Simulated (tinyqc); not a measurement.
Worked calculation: two-band k.p model of the Delta valleys near the X point under shear strain. Values are carried at full precision from step to step, so a last printed digit may differ when a step is redone from the rounded ones.

Constants: hbar^2/2m0 = 3.80998211 eV angstrom^2.

Parameters, chosen for this exercise (near those of Si; the results hold for these values, not for the real material): a = 5.421 angstrom (lattice constant); ml = 0.891 m0 (longitudinal mass); mt = 0.192 m0 (transverse mass); kx0 = 0.154 2 pi/a (distance of the minimum from X); D = 15 eV (shear deformation potential); Mp = 0.24 m0 (coupling mass); exy = 0.013 (shear strain); k = (0.036, 0.052, 0.183) 1/angstrom (wave vector from X).

## Scales

k0 = kx0 2 pi/a; Delta = 2 c k0^2/ml with c = hbar^2/2m0, half the splitting of the two bands at k0; eta = D exy/Delta measures the shear coupling against it.

k0 = 0.17849 1/angstrom
Delta = 0.27247 eV
eta = 0.7157
splitting of the two bands at X, 2 |D exy| = 0.3900 eV

## The Hamiltonian at one k

Valley pair on the [001] axis, kz counted from the X point, c = hbar^2/2m0, k0 = kx0 2 pi/a. H = (c kz^2/ml + c (kx^2 + ky^2)/mt + c k0^2/ml) 1 + (2 c k0 kz/ml) sigma_z + (D exy - 2 c kx ky/Mp) sigma_x, so E = c kz^2/ml + c (kx^2 + ky^2)/mt + c k0^2/ml -/+ sqrt((2 c k0 kz/ml)^2 + (D exy - 2 c kx ky/Mp)^2). Without strain the lower band has its minima, E = 0, at kz = +/- k0. Shifts from diagonal strain are left out.

Fill in the 2 x 2 matrix (sigma_z diagonal) and give its levels.

H(k) (eV):
```
        1       2
1  0.6382  0.1356
2  0.1356  0.0795
```

levels (eV): 0.0483  0.6693

## Position, depth and masses of the minimum

For |eta| < 1: k_min = k0 sqrt(1 - eta^2), E_min = -Delta eta^2/2, ml(eta) = ml/(1 - eta^2), 1/m[110] = 1/mt + eta/Mp, 1/m[1-10] = 1/mt - eta/Mp. For |eta| > 1 the minimum sits at X: E_min = -Delta (2 |eta| - 1)/2, ml(eta) = ml/(1 - 1/|eta|), and eta is replaced by its sign in the transverse masses.

k_min = 0.1247 1/angstrom
E_min = -69.78 meV
ml(eta) = 1.827 m0

masses along [110] and [1-10] (m0): 0.1221  0.4492

The minimum has moved 30.2 % of the way to X; electrons are lighter along [110] (-36.4 % against mt) and heavier across (+133.9 %).

## The two bands along kz

kx = ky = 0, kz from 0 to 1.6 k0 in steps of 0.2 k0, with and without the strain.

Levels (eV):
```
kz/k0  kz (1/angstrom)    lower   upper  lower, no strain  upper, no strain
0.0             0.0000  -0.0588  0.3312            0.1362            0.1362
0.2             0.0357  -0.0608  0.3442            0.0872            0.1962
0.4             0.0714  -0.0654  0.3814            0.0490            0.2670
0.6             0.1071  -0.0692  0.4397            0.0218            0.3488
0.8             0.1428  -0.0690  0.5159            0.0054            0.4414
1.0             0.1785  -0.0626  0.6075            0.0000            0.5449
1.2             0.2142  -0.0483  0.7131            0.0054            0.6594
1.4             0.2499  -0.0252  0.8317            0.0218            0.7847
1.6             0.2856   0.0074  0.9626            0.0490            0.9209
```

## Checks

- Depth of the minimum by numerical search against the closed form (eV): both -0.069779.
- Mass along [110] by finite differences against the closed form: both 0.1221.

Run: tinyqc, `OMP_NUM_THREADS=1 python tinyqc.py 1080692 1080693 out.jsonl`; Intel(R) Xeon(R) Processor @ 2.30GHz, one thread, shared host; about 0.01 s of CPU time with all checks.
